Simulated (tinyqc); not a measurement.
Gate length: charge control and current of a heterostructure field-effect transistor. Computed by tinyqc, a small Python program. Command: `OMP_NUM_THREADS=1 python tinyqc.py 3026485 3026486 out.jsonl hemt walk`. One thread of a shared host (Intel(R) Xeon(R) Processor @ 2.30GHz), about 0.01 s of CPU time with the checks.

Two subbands in a triangular well; E_F is counted from the conduction band edge of the channel at the interface.

Inputs (values chosen for the exercise, modelled on AlGaAs/GaAs):
```
quantity                                  value        unit
channel mass m                            0.064         m_0
permittivity eps (barrier and channel)     12.6           -
barrier thickness d                          42          nm
Schottky barrier phi_B                        1          eV
conduction band offset dE_c                0.12          eV
delta-doping density N_d                4.3e+12      1/cm^2
gate voltage V_G                              0           V
mobility mu                                5700  cm^2/(V s)
saturation velocity v_s                     1.5    1e7 cm/s
gate length L                                41          nm
source resistance R_S                         0      ohm mm
temperature T                               400           K
mixing                                      0.5           -
iteration cap                               200           -
spacer between delta layer and channel      2.1          nm
```

Charge source: delta doping. Velocity law: smooth.

Constants: e = 1.602176634e-19 C; eps_0 = 8.8541878128e-12 F/m; k_B = 8.617333262e-05 eV/K; hbar = 1.054571817e-34 J s; m_0 = 9.1093837015e-31 kg; k_B = 1.380649e-23 J/K.

Method:
- Threshold V_T = phi_B - dE_c - e N_d (d - spacer)/(eps eps_0) (in volts); C_b = eps eps_0/d.
- Charge control: n_s = C_b (V_G - V_T - E_F/e)/e. Well: mean field F = e n_s/(2 eps eps_0), E_i = (hbar^2/2m)^(1/3) [(3 pi e F/2)(i + 3/4)]^(2/3), i = 0, 1; n_s = D k_B T sum_i ln(1 + exp((E_F - E_i)/k_B T)), D = m/(pi hbar^2), which is solved in closed form for E_F.
- Iteration from n_s = C_b (V_G - V_T)/(2e): E_F from n_s, n_out from the charge control, n_new = n_s + mixing (n_out - n_s), kept above n_s/10; stop when |n_out/n_s - 1| < 1e-9.
- C_g = e dn_s/dV_G = 1/(1/C_b + 1/C_q), 1/C_q = d(E_F/e)/d(e n_s) by a central difference of +/- 0.1 % in n_s; added distance dd = eps eps_0/C_q.
- With V = e n_s/C_g and V_c = v_s L/mu: for v = mu F/(1 + mu F/v_s), V_Dsat = V_c (sqrt(1 + 2V/V_c) - 1) and I/W = C_g v_s (V - V_Dsat); g_m = dI/dV; extrinsic g_m/(1 + g_m R_S); f_T = g_m/(2 pi C_g L).

sheet density n_s = 2.30193e+12 1/cm^2

gate capacitance C_g = 0.236133 microfarad/cm^2

V = 1.56187 V

Scaling; the last columns are v_s/(2 pi L) and mu V/(2 pi L^2):
```
L (nm)  I/W (mA/mm)  g_m (mS/mm)  extrinsic g_m (mS/mm)   f_T (GHz)  velocity limit (GHz)  mobility limit (GHz)
30           500.32       336.42                 336.42  7.5582e+02                795.77            1.5743e+05
60           479.95       329.08                 329.08  3.6967e+02                397.89            3.9359e+04
120          452.59       318.76                 318.76  1.7904e+02                198.94            9.8396e+03
250          414.27       303.33                 303.33  8.1778e+01                 95.49            2.2671e+03
500          368.01       282.99                 282.99  3.8147e+01                 47.75            5.6676e+02
1000         312.03       255.47                 255.47  1.7219e+01                 23.87            1.4169e+02
2000         248.70       219.70                 219.70  7.4039e+00                 11.94            3.5423e+01
5000         163.20       161.37                 161.37  2.1753e+00                  4.77            5.6676e+00
```

What follows from these numbers?

f_T scales as L^-1.03 at the short end and L^-1.34 at the long end; the two limits cross at L = mu V/v_s = 5940 nm. g_m tends to C_g v_s = 354 mS/mm. Fringe capacitances and short-channel effects, left out, lower f_T once L is below about ten barrier thicknesses. Caution: E_F lies above the conduction band minimum of the barrier, so electrons would spill into the barrier.

Extremes, crossings and ranges named in words are read from the listed rows.
